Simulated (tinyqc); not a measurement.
Which rule serves at which density: Fermi-Dirac statistics of conduction electrons.

F_j(eta) = (1/Gamma(j + 1)) integral_0^infinity x^j dx/(1 + exp(x - eta)), which tends to exp(eta) for eta << 0.

With u = n/Nc: Boltzmann eta = ln u; Joyce-Dixon eta = ln u + u/sqrt(8) - 4.95009e-3 u^2 + 1.48386e-4 u^3 - 4.42563e-6 u^4; Nilsson eta = ln u/(1 - u^2) + v/(1 + (0.24 + 1.08 v)^-2) with v = (3 sqrt(pi) u/4)^(2/3); fully degenerate limit eta = v; exact: F_1/2(eta) = u.

Parameters, chosen for this exercise: u_scale = 1.18 (factor on the ladder of u).

u runs over u_scale times 0.01, 0.03, 0.1, 0.3, 1, 2, 4, 8, 15, 30. Errors are rule minus exact, in kT.

eta and errors:
```
u       eta exact  Boltzmann  Joyce-Dixon  Nilsson  degenerate
0.0118     -4.435     -0.004        0.000    0.001       4.498
0.0354     -3.329     -0.013        0.000    0.000       3.459
0.118      -2.095     -0.042        0.000   -0.003       2.386
0.354      -0.914     -0.125        0.000   -0.005       1.519
1.18        0.576     -0.411        0.000    0.005       0.774
2.36        1.667     -0.809        0.000    0.003       0.476
4.72        3.124     -1.572        0.000   -0.003       0.278
9.44        5.238     -2.993       -0.007   -0.006       0.162
17.7        8.108     -5.235       -0.139   -0.004       0.103
35.4       12.971     -9.404       -3.459   -0.002       0.064
```

Within 0.05 kT: Boltzmann up to u = 0.118, Joyce-Dixon up to u = 9.44 of those listed. Nilsson never errs by more than 0.006 kT. The degenerate limit is still off by +0.064 kT at the last row, since it leaves out the thermal term -pi^2/(12 eta) = -0.063. Boltzmann always falls short, because it lets more than one electron into a state.

(tinyqc, `OMP_NUM_THREADS=1 python tinyqc.py 1652772 1652773 out.jsonl`, Intel(R) Xeon(R) Processor @ 2.30GHz, 1 thread, shared host, about 0.01 s.)
